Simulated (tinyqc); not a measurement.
Inside a calculation. Method: RHF in the 6-31g basis, for H2, spin multiplicity 1. One step of it, computed by the program tinyqc.

Problem. Iteration 2: diagonalisation and new density. Diagonalise F' = X^T F X, C = X C', fill 1 alpha and 1 beta electrons from the bottom; D = 2 C_occ C_occ^T; the new density keeps 0.7 of the old one (damping). Each column has its largest component positive (the first on a tie).

Fock matrix F (hartree):
```
           1H 1s      1H 2s      2H 1s      2H 2s
1H 1s   0.138962  -0.367661  -0.290270  -0.322750
1H 2s  -0.367661  -0.245958  -0.322750  -0.289218
2H 1s  -0.290270  -0.322750   0.138962  -0.367661
2H 2s  -0.322750  -0.289218  -0.367661  -0.245958
```

X:
```
           1H 1s      1H 2s      2H 1s      2H 2s
1H 1s   1.252965  -0.500161  -0.007178   0.024596
1H 2s  -0.500161   1.581995   0.024596  -0.576657
2H 1s  -0.007178   0.024596   1.252965  -0.500161
2H 2s   0.024596  -0.576657  -0.500161   1.581995
```

D after iteration 1:
```
          1H 1s     1H 2s     2H 1s     2H 2s
1H 1s  0.231133  0.265088  0.034802  0.059689
1H 2s  0.265088  0.307376  0.059689  0.092490
2H 1s  0.034802  0.059689  0.231133  0.265088
2H 2s  0.059689  0.092490  0.265088  0.307376
```

overlap S:
```
          1H 1s     1H 2s     2H 1s     2H 2s
1H 1s  1.000000  0.658292  0.174343  0.358147
1H 2s  0.658292  1.000000  0.358147  0.688262
2H 1s  0.174343  0.358147  1.000000  0.658292
2H 2s  0.358147  0.688262  0.658292  1.000000
```

Give: F' = X^T F X; orbital energies; coefficients C; D after iteration 2.

Solution.

F' = X^T F X (hartree):
```
         1        2        3        4
1   0.6076  -0.5714  -0.1454  -0.1040
2  -0.5714   0.2533  -0.1040  -0.1682
3  -0.1454  -0.1040   0.6076  -0.5714
4  -0.1040  -0.1682  -0.5714   0.2533
```

orbital energies (hartree): MO1 -0.4275, MO2 0.0913, MO3 0.9748, MO4 1.0831

coefficients C:
```
          MO1      MO2      MO3      MO4
1H 1s  0.2647   0.2111   0.9050  -0.9419
1H 2s  0.3629   1.0326  -0.6976   1.1838
2H 1s  0.2647  -0.2111   0.9050   0.9419
2H 2s  0.3629  -1.0326  -0.6976  -1.1838
```

D after iteration 2:
```
        1H 1s   1H 2s   2H 1s   2H 2s
1H 1s  0.2038  0.2432  0.0664  0.0994
1H 2s  0.2432  0.2942  0.0994  0.1438
2H 1s  0.0664  0.0994  0.2038  0.2432
2H 2s  0.0994  0.1438  0.2432  0.2942
```
